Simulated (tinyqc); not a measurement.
# Bandgap voltage reference from two bipolar transistors: effect of the output resistor at T0

Two transistors of area 1 and N carry the same current I. Is(T) = Is (T/T0)^eta exp[(Vg0 q/kB)(1/T0 - 1/T)], VBE1 = Vt ln(I/Is(T)) + I rb, VBE2 = Vt ln(I/(N Is(T))) + I rb/N. The amplifier forces I R1(T) = VBE1 - VBE2 + Vos, with R(T) = R (1 + tc (T - T0)) for both resistors, and the output is Vref = VBE1 + I R2(T). Base currents and the Early effect are neglected.

Vt = kB T/q; I = (Vt ln N + Vos)/(R1(T) - rb (1 - 1/N)). Box coefficient: span of Vref between 233 and 398 K over its average over T and over 165 K. The last column is the R2 that gives zero slope at T0.

Values chosen for this exercise; values of the order met in silicon bipolar transistors:

| symbol | value | unit | meaning |
|---|---|---|---|
| T0 | 300 | K | reference temperature |
| Vg0 | 1.154 | V | band-gap voltage extrapolated to 0 K |
| eta | 4.2 |  | temperature exponent of the saturation current |
| Is | 3.8e-16 | A | saturation current of the unit transistor at T0 |
| N | 10 |  | area ratio of the second transistor |
| R1 | 13 | kohm | resistor across which the difference of VBE falls, at T0 |
| tc | 0 | ppm/K | temperature coefficient of both resistors |
| Vos | -3 | mV | offset of the amplifier |
| rb | 0 | ohm | series resistance of the unit transistor |

Constants: q = 1.602176634e-19 C, kB = 1.380649e-23 J/K. Results are converted to the units shown.

Result of one run:

| R2 (kohm) | I at T0 (uA) | Vref at T0 (V) | slope at T0 (uV/K) | box coefficient (ppm/K) | R2 for zero slope (kohm) |
|---|---|---|---|---|---|
| 127.9 | 4.348 | 1.155 | -169.9 | 156.8 | 139.0 |

What becomes of these results when the output resistor at T0 R2 is changed from 127.9 to 146 kohm, all else the same?

Result of the changed run:

| R2 (kohm) | I at T0 (uA) | Vref at T0 (V) | slope at T0 (uV/K) | box coefficient (ppm/K) | R2 for zero slope (kohm) |
|---|---|---|---|---|---|
| 146 | 4.348 | 1.234 | 106.4 | 77.56 | 139.0 |

The whole series:

| R2 (kohm) | I at T0 (uA) | Vref at T0 (V) | slope at T0 (uV/K) | box coefficient (ppm/K) | R2 for zero slope (kohm) |
|---|---|---|---|---|---|
| 127.9 | 4.348 | 1.155 | -169.9 | 156.8 | 139.0 |
| 132.1 | 4.348 | 1.173 | -105.8 | 99.49 | 139.0 |
| 136.2 | 4.348 | 1.191 | -43.17 | 46.86 | 139.0 |
| 139 | 4.348 | 1.203 | -0.4381 | 20.40 | 139.0 |
| 141.8 | 4.348 | 1.215 | 42.30 | 30.42 | 139.0 |
| 146 | 4.348 | 1.234 | 106.4 | 77.56 | 139.0 |
| 150.2 | 4.348 | 1.252 | 170.5 | 127.5 | 139.0 |

As R2 goes from 127.9 to 150.2, Vref rises from 1.155 to 1.252 V and the box coefficient goes from 157 through a minimum of 20.4 (at R2 = 139 among the rows listed) to 128 ppm/K. One per cent in R2 moves the slope by 21.2 uV/K.

Numbers from tinyqc (`OMP_NUM_THREADS=1 python tinyqc.py 2062073 2062074 out.jsonl`; about 0.02 s on one thread of a shared Intel Xeon 2.30GHz).
